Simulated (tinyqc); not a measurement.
Inter-valley coupling by envelope functions against a chain of atomic planes: sweeps and comparisons. A value that a table varies takes the place of the one given here.

Chain: E(phi) = e0 + 2 v cos(phi) + 2 u cos(2 phi), cos(phi0) = -v/(4u), e0 = 2u + v^2/(4u); plane j = 0, 1, ... has the potential V_j = dE x_j + F (j - 30) a/4 (1 MV/m = 1e-4 V/angstrom). There are 30 barrier planes a side; with y = j - 29.5, x_j = xb (f(y) + f(Nw - y)), f(y) = 1/(1 + exp(y/L)), plus any Ge added in the well. The valley splitting is the spacing of the two lowest levels. Envelope theory: F_j solves a one-valley chain with hopping -b and diagonal 2b + V_j, b = 4u sin^2(phi0), sum F_j^2 = 1; the valleys couple by Dv = sum_j F_j^2 V_j exp(-2 i phi0 j) and split by 2|Dv|.

Parameters, chosen for this exercise (near those of the Delta valleys of silicon in a SiGe well; not measured data): a = 5.431 angstrom (lattice constant; planes lie a/4 apart); u = 0.613 eV (second-neighbour hopping); v = 0.694 eV (nearest hopping); Nw = 68 (planes in the well); L = 1 planes (interface width); xb = 0.27 (Ge fraction of the barriers); dE = 0.55 eV (offset per unit Ge fraction); F = 0 MV/m (field); xs = 0.18 (Ge fraction added on that plane); xw = 0.006 (mean Ge fraction of the wiggle); x0 = 6308 (start of the number sequence); na = 12000 (atoms a plane under the dot); js = 40 (plane j of a Ge spike (the well starts at j = 30)).

## Position of the spike

The spike is moved through the well; position counted from the first well plane, j - 30.

Against position:

| j - 30 | F_j^2, smooth | mean of the doublet (meV) | splitting, chain (micro-eV) | envelope | first order |
|---|---|---|---|---|---|
| 3 | 0.00211 | 4.15 | 281 | 269 | 418 |
| 8 | 0.00604 | 4.36 | 707 | 660 | 1197 |
| 14 | 0.01240 | 4.71 | 1396 | 1294 | 2456 |
| 20 | 0.01902 | 5.14 | 2258 | 2130 | 3766 |
| 27 | 0.02485 | 5.69 | 3358 | 3267 | 4921 |
| 34 | 0.02681 | 5.96 | 3902 | 3828 | 5309 |
| 44 | 0.02189 | 5.38 | 2736 | 2619 | 4335 |
| 54 | 0.01128 | 4.64 | 1268 | 1174 | 2234 |
| 65 | 0.00155 | 4.12 | 215 | 207 | 308 |

What does this show?

The splitting is largest at plane 34 among these rows (3902 micro-eV), and the smooth envelope peaks at plane 34, counting all planes; without a spike it is 0.60. Where the splitting exceeds 20 micro-eV the envelope theory lies within 7.4 % of the chain and first order within 76 %.

## A periodic Ge profile (wiggle well)

periods (planes): pi/phi0 1.69107, pi/(pi - phi0) 2.44703

Added fraction xw (1 - cos(2 pi (j - 30)/p)) on the well planes; p = f times the resonant period pi/(pi - phi0). At resonance the estimate is dE xw.

Against period:

| f | p (planes) | mean of the doublet (meV) | splitting, chain (micro-eV) | envelope |
|---|---|---|---|---|
| 0.90 | 2.2023 | 7.28 | 27 | 29 |
| 0.95 | 2.3247 | 7.21 | 376 | 392 |
| 0.98 | 2.3981 | 7.21 | 2492 | 2554 |
| 0.99 | 2.4226 | 7.27 | 3064 | 3095 |
| 1.00 | 2.4470 | 7.30 | 3293 | 3290 |
| 1.01 | 2.4715 | 7.28 | 3106 | 3097 |
| 1.02 | 2.4960 | 7.22 | 2601 | 2599 |
| 1.05 | 2.5694 | 7.18 | 673 | 652 |
| 1.10 | 2.6917 | 7.27 | 42 | 39 |
| 1.50 | 3.6705 | 7.30 | 4 | 3 |
| 3.00 | 7.3411 | 7.30 | 1 | 1 |

What does this show, and why?

The splitting peaks at f = 1 with 3.29 meV, against the estimate dE xw = 3.30 meV, and is 0.76 and 0.79 of the value at f = 1 two per cent off to either side: the width of the resonance is set by the number of periods under the envelope. At f = 3 it is 1 micro-eV. The chain has one orbital a plane and knows only this resonance; longer periods that work through other bands are outside it.

## Random alloy fluctuations

A uniform fraction x is added on all planes. Each plane j then fluctuates by q sqrt(x_j (1 - x_j)/na) in Ge fraction, q = sqrt12 (z/2147483647 - 1/2) with z(new) = 16807 z mod 2147483647 from x0, restarted for each row; 24 samples. Theory: Dv is a complex Gaussian with sigma^2 = dE^2 sum F_j^4 x_j (1 - x_j)/na, and the mean splitting is sqrt(pi) sigma if the smooth part is negligible.

Splitting (micro-eV):

| x | sigma | sqrt(pi) sigma | mean of 24 | least | largest |
|---|---|---|---|---|---|
| 0.00 | 3.8 | 6.8 | 6.5 | 1.4 | 12.7 |
| 0.01 | 70.9 | 125.7 | 138.0 | 33.8 | 248.8 |
| 0.02 | 99.7 | 176.7 | 194.6 | 49.3 | 351.1 |
| 0.05 | 155.1 | 274.9 | 303.6 | 79.2 | 547.2 |
| 0.10 | 213.5 | 378.4 | 418.4 | 110.9 | 753.0 |

What does this show, and why?

Without added Ge the disorder sits in the barriers, where the state is small: mean 6.5 micro-eV, against 0.60 for the smooth well. With 5 % Ge in the well the mean is 304, theory 275, with a statistical error of about 11 % for 24 samples; the miss is +10 %, and since every row reuses one sequence the rows with added Ge miss alike. The spread grows with the mean: at 5 % the samples run from 79 to 547, so small splittings remain possible. sigma falls as 1/sqrt(na) for larger dots. A chain with one orbital a plane has no Bloch-function factor, which scales all these couplings down in fuller models.

## What each parameter does

Chain with the spike on plane js. Each row changes one parameter from the base and keeps the others.

Results:

| case | level (meV) | splitting (micro-eV) |
|---|---|---|
| base | 4.468 | 915.6 |
| Nw = 74 | 3.796 | 721.9 |
| L = 1.5 planes | 4.624 | 887.8 |
| xb = 0.32 | 4.543 | 902.8 |
| dE = 0.605 eV | 4.535 | 957.6 |
| F = 2 MV/m | 13.097 | 2130.8 |
| js = 43 | 4.644 | 1267.9 |
| xs = 0.234 | 4.536 | 1051.7 |

How do the results move?

The largest shifts from the base row, up to three for each result and ties (the steps differ in size, so this ranks the rows, not the parameters). level (meV): F +8.629, Nw -0.672, js +0.176. splitting (micro-eV): F +1215.2, js +352.2, Nw -193.7.

Program tinyqc; command `OMP_NUM_THREADS=1 python tinyqc.py 1481865 1481866 out.jsonl`; about 0.06 s on one thread of a shared Intel(R) Xeon(R) Processor @ 2.30GHz.
